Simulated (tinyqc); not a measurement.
## Polycrystalline film, grain-boundary barriers (Seto model): effect of the trap density at a boundary

One-dimensional grains of size Lg with donors N; each boundary has Qt acceptor-like traps per area at one level Et below the band edge. Trapped electrons qt deplete a width w = qt/N (both sides together) and raise a barrier Vb = q N w^2/(8 eps0 eps_r). Current crosses the barriers by thermionic emission at small bias. Abrupt depletion, full ionisation, Boltzmann statistics.

Partly depleted grains: the density at the grain centre is n0 = N and qt = Qt/(1 + 2 (Nc/N) exp((Vb - Et)/Vt)). If that gives qt >= N Lg, the grains are fully depleted: qt = N Lg, w = Lg and n0 = 2 Nc exp((Vb - Et)/Vt)/(Qt/(N Lg) - 1). Resistivity: barriers rb = Vt exp(Vb/Vt)/(q n0 vc Lg), grain interior rg = (1 - w/Lg)/(q mg N); effective mobility 1/(q N (rb + rg)).

Values chosen for this exercise; values close to those of polycrystalline silicon:
- T = 350 K (temperature)
- eps_r = 11.7 (relative permittivity of the semiconductor)
- Lg = 200 nm (grain size)
- N = 4.1e16 cm^-3 (donor density)
- mg = 140 cm^2/(V s) (mobility inside a grain)
- vc = 9.6e6 cm/s (collection velocity at the barrier)
- Nc = 3.53e19 cm^-3 (conduction-band density of states at T)
- Et = 0.38 eV (trap level below the band edge)

Constants: q = 1.602176634e-19 C, kB = 1.380649e-23 J/K, Vt = kB T/q, eps0 = 8.8541878128e-14 F/cm where lengths are in cm. Results are converted to the units shown.

The same in every row: n0 (cm^-3) = 4.1000e16.

Result of one run:

| Qt (cm^-2) | w/Lg | Vb (V) | resistivity (ohm cm) |
|---|---|---|---|
| 1.4e12 | 0.72081 | 0.16473 | 5.9356 |

What becomes of these results when the trap density at a boundary Qt is changed from 1.4e12 to 2e12 cm^-2, all else the same?

Result of the changed run:

| Qt (cm^-2) | w/Lg | Vb (V) | resistivity (ohm cm) |
|---|---|---|---|
| 2e12 | 0.75264 | 0.17960 | 9.4895 |

The whole series:

| Qt (cm^-2) | w/Lg | Vb (V) | resistivity (ohm cm) |
|---|---|---|---|
| 6.3e11 | 0.60454 | 0.11587 | 1.5447 |
| 9.3e11 | 0.67349 | 0.14381 | 3.1697 |
| 1.4e12 | 0.72081 | 0.16473 | 5.9356 |
| 2e12 | 0.75264 | 0.17960 | 9.4895 |
| 3e12 | 0.78322 | 0.19449 | 15.343 |
| 4.4e12 | 0.80882 | 0.20741 | 23.393 |
| 6.5e12 | 0.83277 | 0.21988 | 35.237 |
| 9.5e12 | 0.85464 | 0.23158 | 51.827 |

As Qt goes from 6.3e11 to 9.5e12 cm^-2, the barrier rises from 0.116 to 0.232 V and the resistivity rises from 1.54 to 51.8 ohm cm. The grains are fully depleted in 0 of the 8 rows.

Computed by the program tinyqc: `OMP_NUM_THREADS=1 python tinyqc.py 2610028 2610029 out.jsonl`, one thread of a shared Intel Xeon 2.30GHz, about 0.01 s for the whole run.
